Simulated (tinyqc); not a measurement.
# Electron continuity equation in a given potential, Scharfetter-Gummel discretisation: current and errors against the applied potential

Steady state in one dimension: J = q mu n E + q D dn/dx with E = -dpsi/dx and D = mu Vt, dJ/dx = q (n/tau - G), fixed densities nL and nR at the ends. The potential is given, psi = U x/L, and is not changed by the electrons.

9 equal intervals. Fluxes J_i = (q D/h)(n_(i+1) P_i - n_i Q_i), d_i = (psi_(i+1) - psi_i)/Vt: Scharfetter-Gummel P = B(d), Q = B(-d), B(d) = d/(exp(d) - 1); central P = 1 - d/2, Q = 1 + d/2; upwind P = 1 + max(-d, 0), Q = 1 + max(d, 0). Balance at each inner node: J_i - J_(i-1) = q h (n_i/tau - G). The reference is Scharfetter-Gummel on 4000 intervals or more. Errors are those of J on the first interval against the reference at its midpoint; errors under 1e-6 % are printed as 0.

Values chosen for this exercise; mobility close to that of silicon at room temperature:
```
symbol   value        unit                  meaning
T          250           K              temperature
mu        1360  cm^2/(V s)        electron mobility
L          7.2          um     length of the region
nL      1.3e14       cm^-3         density at x = 0
nR        2e15       cm^-3         density at x = L
tau     6.5e-9           s                 lifetime
G            0  cm^-3 s^-1  uniform generation rate
```

Constants: q = 1.602176634e-19 C, kB = 1.380649e-23 J/K, Vt = kB T/q. Results are converted to the units shown.

Result of one run:
```
U (V),largest |d|,reference J (A/cm^2),SG error (%),central error (%),upwind error (%),"most negative central n (cm^-3), 0 if none"
0.29,1.496,-11.45,0.267,7.76e-3,0.750,0
```

What becomes of these results when the potential difference psi(L) - psi(0) U is changed from 0.29 to 0.87 V, all else the same?

Result of the changed run:
```
U (V),largest |d|,reference J (A/cm^2),SG error (%),central error (%),upwind error (%),"most negative central n (cm^-3), 0 if none"
0.87,4.487,-34.16,0.216,0.244,0.373,-5.92e14
```

The whole series:
```
U (V),largest |d|,reference J (A/cm^2),SG error (%),central error (%),upwind error (%),"most negative central n (cm^-3), 0 if none"
0.0097,0.05003,5.247,0.289,0.248,5.11,0
0.039,0.2011,0.7952,0.374,-2.58,89.4,0
0.097,0.5003,-3.691,0.252,1.23,-15.5,0
0.19,0.9799,-7.588,0.267,0.109,-0.790,0
0.29,1.496,-11.45,0.267,7.76e-3,0.750,0
0.43,2.218,-16.90,0.258,2.82e-3,0.710,0
0.58,2.991,-22.78,0.245,2.20e-3,0.552,-2.51e14
0.87,4.487,-34.16,0.216,0.244,0.373,-5.92e14
```

The reference current falls from 5.25 to -34.2 A/cm^2. The largest errors in size are 0.37 % (Scharfetter-Gummel), 2.6 % (central) and 89 % (upwind). Central differences give negative densities for U = 0.58, 0.87 V; these rows have |d| above 2, which makes negative values possible though not certain.

tinyqc, about 0.01 s, one thread, Intel Xeon 2.30GHz (shared host): `OMP_NUM_THREADS=1 python tinyqc.py 2220113 2220114 out.jsonl`
